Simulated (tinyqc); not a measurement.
# Short-channel transistor, virtual-source model with series resistance: effect of the temperature on the on and off currents

The current per gate width is the charge at the top of the source barrier (the virtual source) times its velocity times a saturation function; al and be are fitting constants of the model. Units: I in uA/um, Rs in ohm um, so I Rs = 1e-6 I Rs in volts; Q in uC/cm^2, so I = 1e-4 Q vx0 Fsat with vx0 in cm/s.

Intrinsic voltages Vg' = Vgs - I Rs, Vd' = Vds - 2 I Rs. n = n0 + nd Vd', VT = VT0 - dl Vd', Ff = 1/(1 + exp((Vg' - VT + al Vt/2)/(al Vt))), Q = Cinv n Vt ln(1 + exp((Vg' - VT + al Vt Ff)/(n Vt))), Vdsat = (vx0 L/mu)(1 - Ff) + Vt Ff, Fsat = u/(1 + u^be)^(1/be) with u = Vd'/Vdsat, and I = Q vx0 Fsat per width. I is solved self-consistently. Ion is I at Vgs = Vds = 0.6 V, Ioff at Vgs = 0, Vds = 0.6 V, and Rlin = Vds/I at Vgs = 0.6 V, Vds = 0.05 V. mu, vx0, VT0, dl and n0 are held fixed.

Parameters, values chosen for the exercise:
- Cinv = 1.12 uF/cm^2 (inversion capacitance)
- vx0 = 5.79e6 cm/s (velocity at the virtual source)
- mu = 120 cm^2/(V s) (apparent mobility)
- L = 25 nm (channel length)
- VT0 = 0.411 V (threshold at zero drain voltage)
- dl = 0.098 V/V (drain-induced barrier lowering)
- n0 = 1.47 (subthreshold factor)
- nd = 0 1/V (growth of n with drain voltage)
- al = 3.5 (threshold shift (in units of Vt) from weak to strong inversion)
- be = 2 (sharpness of saturation)
- Rs = 500 ohm um (series resistance of each contact)

Constants: q = 1.602176634e-19 C, kB = 1.380649e-23 J/K, Vt = kB T/q. Results are converted to the units shown.

Result of one run:
```
T (K)  Ion (uA/um)  Ioff (nA/um)  log10(Ion/Ioff)  Rlin (ohm um)
410          121.5         332.2            2.563           1890
```

What becomes of these results when the temperature T is changed from 410 to 230 K, all else the same?

Result of the changed run:
```
T (K)  Ion (uA/um)  Ioff (nA/um)  log10(Ion/Ioff)  Rlin (ohm um)
230          114.9         1.121            5.011           2007
```

The whole series:
```
T (K)  Ion (uA/um)  Ioff (nA/um)  log10(Ion/Ioff)  Rlin (ohm um)
200          114.3        0.1611            5.851           2024
230          114.9         1.121            5.011           2007
260          115.7         5.014            4.363           1988
290          116.6         16.48            3.850           1968
320          117.7         43.31            3.434           1948
350          118.9         96.26            3.092           1928
380          120.2         188.1            2.805           1908
410          121.5         332.2            2.563           1890
```

As T goes from 200 to 410 K, Ion rises from 114 to 122 uA/um, Ioff rises from 0.161 to 332 nA/um and Rlin falls from 2020 to 1890 ohm um. Ion changes by a factor of 1.06 and Ioff by 2060.

tinyqc, about 0.01 s, one thread, Intel Xeon 2.30GHz (shared host): `OMP_NUM_THREADS=1 python tinyqc.py 2380117 2380118 out.jsonl`
